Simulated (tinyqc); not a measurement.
# Planar ballistic transistor, top-of-the-barrier model, step by step

tinyqc, about 0.01 s, one thread, Intel Xeon 2.30GHz (shared host): `OMP_NUM_THREADS=1 python tinyqc.py 2400049 2400050 out.jsonl` Printed values are rounded.

At the top of the source barrier, states moving towards the drain are filled by the source (Fermi level 0) and states moving back by the drain (Fermi level -q Vd); nothing scatters. U is the shift of the band edge there, set by the capacitances CG, CD and CS (the total) and by the charge. Parabolic two-dimensional band; the source is grounded.

Inputs (values chosen for the exercise); mass and valleys close to those of germanium:
```
symbol  value  unit                                                                 meaning
T         400     K                                                             temperature
m       0.114    m0                                                          effective mass
gv          4                                                             valley degeneracy
eox        16                                   relative permittivity of the gate insulator
tox       2.8    nm                                                     insulator thickness
aG       0.84                                                            gate control CG/CS
aD      0.028                                                           drain control CD/CS
E0       0.29    eV  band edge at the barrier top above the source Fermi level at zero bias
Vg        0.8     V                                                            gate voltage
Vd       0.05     V                                                           drain voltage
```

Constants: q = 1.602176634e-19 C, kB = 1.380649e-23 J/K, hbar = 1.054571817e-34 J s, m0 = 9.1093837015e-31 kg, Vt = kB T/q, eps0 = 8.8541878128e-14 F/cm where lengths are in cm. Results are converted to the units shown.

## Density of states, capacitances and charge at zero bias

N0 = gv m kB T/(pi hbar^2), CG = eps0 eox/tox, vT = sqrt(2 kB T/(pi m)), CS = CG/aG, n0 = n at U = 0 and Vd = 0. eta1 = -(E0 + U)/Vt, eta2 = eta1 - Vd/Vt, n = (N0/2)[F_0(eta1) + F_0(eta2)], F_0(x) = ln(1 + exp x). UL = -(aG Vg + aD Vd).

N0 = 6.56591e12 cm^-2
CG = 5.05954 uF/cm^2
CS = 6.02326 uF/cm^2
n0 = 1.45683e9 cm^-2
UL = -0.6734 eV

## Iteration 1: self-consistent potential at the barrier top

U at the start (U = UL) = -0.6734 eV

eta1 = -(E0 + U)/Vt, eta2 = eta1 - Vd/Vt, n = (N0/2)[F_0(eta1) + F_0(eta2)], F_0(x) = ln(1 + exp x). U(out) = UL + q (n - n0)/CS. Newton step: U(new) = U + (U(out) - U)/(1 + CQ/CS), CQ = (q/Vt) dn/d(eta1) with both F' summed; F_0'(x) = 1/(1 + exp(-x)).

eta1 = 11.1229
eta2 = 9.67237
n = 6.82703e13 cm^-2
U(out) = 1.14254 eV
CQ = 30.5180 uF/cm^2
U after iteration 1 = -0.374070 eV

## Iteration 2: self-consistent potential at the barrier top

As before.

eta1 = 2.43899
eta2 = 0.988425
n = 1.25654e13 cm^-2
U(out) = -0.339202 eV
CQ = 25.1559 uF/cm^2
U after iteration 2 = -0.367334 eV

## Course of the iteration: self-consistent potential at the barrier top

Stop when U changes by less than 1e-9 eV, or after 90 iterations.

Course of the iteration:
```
iteration     U (eV)  |change| (eV)
1          -0.374070          0.299
2          -0.367334        6.74e-3
3          -0.367241        9.32e-5
4          -0.367241        1.91e-8
5          -0.367241        < 1e-13
```

Converged in 5 iterations. At the end the number of correct digits about doubles with each step.

## Current, mean velocity and share of the gate voltage

converged U = -0.367241 eV

N0 = gv m kB T/(pi hbar^2), CG = eps0 eox/tox, vT = sqrt(2 kB T/(pi m)), CS = CG/aG, n0 = n at U = 0 and Vd = 0. eta1 = -(E0 + U)/Vt, eta2 = eta1 - Vd/Vt, n = (N0/2)[F_0(eta1) + F_0(eta2)], F_0(x) = ln(1 + exp x). I = q (N0/2) vT [F_(1/2)(eta1) - F_(1/2)(eta2)] per width, F_(1/2)(x) = (2/sqrt(pi)) int_0^infinity u^(1/2)/(1 + exp(u - x)) du. Mean velocity I/(q n). CQ = (q/Vt) dn/d(eta1); the band edge follows the gate as -dU/dVg = aG/(1 + CQ/CS).

eta1 = 2.24087
n = 1.15113e13 cm^-2
I = 1759.85 uA/um
mean velocity = 9.54205e6 cm/s
CQ = 24.2895 uF/cm^2
-dU/dVg = 0.166911 eV/V

The carriers from the source are degenerate (eta1 = 2.24), and the mean velocity is 0.519 times vT = sqrt(2 kB T/(pi m)) = 1.84e7 cm/s. The drain fills a good part of the returning states, which lowers the mean.
